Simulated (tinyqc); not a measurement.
## Ballast resistance and gain from the on-state line

Problem. At high current V = BV (1 + be)^(-1/n) + I Ro. Find Ro, the intercept and be.

Inputs (values chosen for the exercise): junction breakdown voltage BV = 11.8 V; exponent of the multiplication n = 2.7.

V at I = 3 and 5.9 mA/um (V): 6.1929303  6.9469303

Answer. The slope is Ro; the intercept over BV is (1 + be)^(-1/n).

Ro = 260.0 ohm um
intercept = 5.413 V
be = 7.200

Program tinyqc, `OMP_NUM_THREADS=1 python tinyqc.py 2670004 2670005 out.jsonl`; Intel Xeon 2.30GHz, shared host, one thread, about 0.01 s.
